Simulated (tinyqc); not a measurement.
Deep-level transient spectroscopy (DLTS) of one majority-carrier trap: one step, computed by the program tinyqc.

A filling pulse loads the traps in a one-sided junction; under reverse bias they empty at the rate e, and the capacitance relaxes as C(t) = C_0 - dC exp(-e t). The signal is S = [C(t_2) - C(t_1)]/dC.

Question. Rate window and signal. S(e) = exp(-e t_1) - exp(-e t_2) peaks at the rate window e_0 = ln(t_2/t_1)/(t_2 - t_1).

Inputs (values chosen for the exercise, for a model semiconductor): gate time t_1 = 0.0004 s; ratio t_2/t_1 = 10; temperature T = 489 K.

Carriers: electrons. Extra term: none.

emission rate e = 30.58972 1/s

Give: rate window e_0; peak height S_max; signal at T.

Answer.

rate window e_0 = 639.61 1/s

peak height S_max = 0.69684

signal at T = 0.10301

At this T the trap empties slower than the window, by a factor 20.9: the point lies on the low-temperature side of the peak.
